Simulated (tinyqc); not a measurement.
From results back to parameters: buckled dimers of a reconstructed (001) surface, two dangling bonds a dimer. Two cases, with inputs chosen for the exercise.

Problem. With tp the pi coupling of the two dangling bonds, gm their shift per height and kf the force constant (elastic energy kf z^2), an isolated buckled dimer has gap 2 gm^2/kf, buckling z with (gm z)^2 + tp^2 = (gm^2/kf)^2, and charge gm z/(gm^2/kf) moved to the up atom. The values come from hidden parameters.

Find: tp; gm; kf.

Method. With x half the gap and c the charge: tp = x sqrt(1 - c^2), gm = x c/z, kf = gm^2/x.

Case 1.

gap = 1.534028 eV
z = 0.270275 angstrom
charge moved = 0.828076 e

Solution.

tp = 0.43 eV
gm = 2.35 eV/angstrom
kf = 7.2 eV/angstrom^2

Case 2.

gap = 1.472170 eV
z = 0.328671 angstrom
charge moved = 0.830512 e

Solution.

tp = 0.41 eV
gm = 1.86 eV/angstrom
kf = 4.7 eV/angstrom^2

Computed by tinyqc, one run a case: `OMP_NUM_THREADS=1 python tinyqc.py N N+1 out.jsonl` with N = 1480444, 1480488; one thread of a shared Intel(R) Xeon(R) Processor @ 2.30GHz, about 0.03 s a run at most.
